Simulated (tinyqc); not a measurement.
Inside a calculation: two-band k.p model of the Delta valleys near the X point under shear strain. Values are carried at full precision from step to step, so a last printed digit may differ when a step is redone from the rounded ones.

Constants: hbar^2/2m0 = 3.80998211 eV angstrom^2.

Inputs chosen for the exercise (near those of Si; not measured data):
```
symbol  value                   unit        meaning
a       5.415                   angstrom    lattice constant
ml      0.906                   m0          longitudinal mass
mt      0.203                   m0          transverse mass
kx0     0.157                   2 pi/a      distance of the minimum from X
D       13.7                    eV          shear deformation potential
Mp      0.229                   m0          coupling mass
exy     0.0065                              shear strain
k       (-0.004, 0.035, 0.243)  1/angstrom  wave vector from X
```

## Scales

k0 = kx0 2 pi/a; Delta = 2 c k0^2/ml with c = hbar^2/2m0, half the splitting of the two bands at k0; eta = D exy/Delta measures the shear coupling against it.

k0 = 0.18217 1/angstrom
Delta = 0.27912 eV
eta = 0.3190
splitting of the two bands at X, 2 |D exy| = 0.1781 eV

## The Hamiltonian at one k

Valley pair on the [001] axis, kz counted from the X point, c = hbar^2/2m0, k0 = kx0 2 pi/a. H = (c kz^2/ml + c (kx^2 + ky^2)/mt + c k0^2/ml) 1 + (2 c k0 kz/ml) sigma_z + (D exy - 2 c kx ky/Mp) sigma_x, so E = c kz^2/ml + c (kx^2 + ky^2)/mt + c k0^2/ml -/+ sqrt((2 c k0 kz/ml)^2 + (D exy - 2 c kx ky/Mp)^2). Without strain the lower band has its minima, E = 0, at kz = +/- k0. Shifts from diagonal strain are left out.

Fill in the 2 x 2 matrix (sigma_z diagonal) and give its levels.

H(k) (eV):
```
        1       2
1  0.7835  0.0937
2  0.0937  0.0389
```

levels (eV): 0.0272  0.7951

## Position, depth and masses of the minimum

For |eta| < 1: k_min = k0 sqrt(1 - eta^2), E_min = -Delta eta^2/2, ml(eta) = ml/(1 - eta^2), 1/m[110] = 1/mt + eta/Mp, 1/m[1-10] = 1/mt - eta/Mp. For |eta| > 1 the minimum sits at X: E_min = -Delta (2 |eta| - 1)/2, ml(eta) = ml/(1 - 1/|eta|), and eta is replaced by its sign in the transverse masses.

k_min = 0.1727 1/angstrom
E_min = -14.21 meV
ml(eta) = 1.009 m0

masses along [110] and [1-10] (m0): 0.1582  0.2831

The minimum has moved 5.2 % of the way to X; electrons are lighter along [110] (-22.0 % against mt) and heavier across (+39.4 %).

## The two bands along kz

kx = ky = 0, kz from 0 to 1.6 k0 in steps of 0.2 k0, with and without the strain.

Levels (eV):
```
kz/k0  kz (1/angstrom)    lower   upper  lower, no strain  upper, no strain
0.0             0.0000   0.0505  0.2286            0.1396            0.1396
0.2             0.0364   0.0400  0.2502            0.0893            0.2010
0.4             0.0729   0.0191  0.3047            0.0502            0.2735
0.6             0.1093   0.0001  0.3795            0.0223            0.3573
0.8             0.1457  -0.0115  0.4693            0.0056            0.4522
1.0             0.1822  -0.0139  0.5721            0.0000            0.5582
1.2             0.2186  -0.0061  0.6871            0.0056            0.6755
1.4             0.2550   0.0123  0.8139            0.0223            0.8039
1.6             0.2915   0.0414  0.9522            0.0502            0.9434
```

## Checks

- Depth of the minimum by numerical search against the closed form (eV): both -0.014205.
- Mass along [110] by finite differences against the closed form: both 0.1582.

tinyqc: `OMP_NUM_THREADS=1 python tinyqc.py 1080145 1080146 out.jsonl`; about 0.01 s, one thread, shared Intel(R) Xeon(R) Processor @ 2.30GHz.
